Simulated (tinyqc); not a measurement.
# From growth rate at the centre back to source temperature T

Model: vacuum evaporation: vapour pressure, source flux, thickness distribution, purity and step coverage. Computed by tinyqc, a small Python program. Command: `OMP_NUM_THREADS=1 python tinyqc.py 3113648 3113649 out.jsonl evap inv`. One thread of a shared host (Intel(R) Xeon(R) Processor @ 2.30GHz), about 0.01 s of CPU time with the checks.

Molecular flow, unit sticking of the metal, no re-evaporation. The background gas is taken as water vapour (18.015 g/mol, collision diameter 0.37 nm) at 300 K.

Inputs (values chosen for the exercise, modelled on germanium, with constants for the liquid):

| quantity | value | unit |
|---|---|---|
| molar mass M | 72.63 | g/mol |
| film density rho | 5.32 | g/cm^3 |
| vapour-pressure constant A | 10.67 | - |
| vapour-pressure constant B | 17550 | K |
| source area | 0.88 | cm^2 |
| directionality n | 1 | - |
| source-to-wafer distance h | 35 | cm |
| wafer radius R | 15 | cm |

Constants: u = 1.6605390666e-27 kg; k_B = 1.380649e-23 J/K; R = 8.314462618 J/(mol K).

Method:
- log10(p_v/Pa) = A - B/T; flux from the surface Phi = p_v/sqrt(2 pi m k_B T), m = M u.
- Mass loss = Phi x area x m; heat of evaporation = ln(10) R B; d ln Phi/dT = ln(10) B/T^2 - 1/(2 T).
- A small source emits (n + 1) Phi area cos^n(phi)/(2 pi) per solid angle; on a parallel plane at height h and lateral distance l the arrival rate is (n + 1) Phi area/(2 pi h^2) x (1 + (l/h)^2)^(-(n + 3)/2). Growth rate = arrival rate x m/rho, m = M u. The wafer is fixed and centred above the source.

Task: A run gave the result below. Find the source temperature T, known to lie between 1500 and 2300 K.

growth rate at the centre = 0.1473515 nm/s

Result:

Each step takes the trial c = (a f_b - b f_a)/(f_b - f_a), f being the result less the target and a, b, c the logarithms of the listed values; c replaces end b, the old b replaces a if the sign of f changed, and otherwise f_a is halved.

Scan of the range:

| source temperature T (K) | growth rate at the centre (nm/s) |
|---|---|
| 1500 | 3.86181e-03 |
| 1610 | 2.34856e-02 |
| 1730 | 1.29212e-01 |
| 1860 | 6.37670e-01 |
| 1990 | 2.54867e+00 |
| 2140 | 1.02022e+01 |
| 2300 | 3.66047e+01 |

False position (Illinois rule, in the logarithm of the input) inside the bracket:

| step | end a | end b | trial | growth rate at the centre (nm/s) |
|---|---|---|---|---|
| 1 | 1730.00 | 1860.00 | 1734.48 | 0.137066 |
| 2 | 1860.00 | 1734.48 | 1736.97 | 0.141623 |
| 3 | 1860.00 | 1736.97 | 1739.69 | 0.146747 |
| 4 | 1860.00 | 1739.69 | 1740.26 | 0.147845 |
| 5 | 1739.69 | 1740.26 | 1740.00 | 0.147351 |
| 6 | 1740.26 | 1740.00 | 1740.00 | 0.147351 |
| 7 | 1740.26 | 1740.00 | 1740.00 | 0.147352 |
| 8 | 1740.00 | 1740.00 | 1740.00 | 0.147352 |

Growth rate at the centre rises at every point of a 13-point scan of the range (every second point is shown), so one value fits; it is bracketed by 1730 and 1860. Answer: source temperature T = 1740 K.
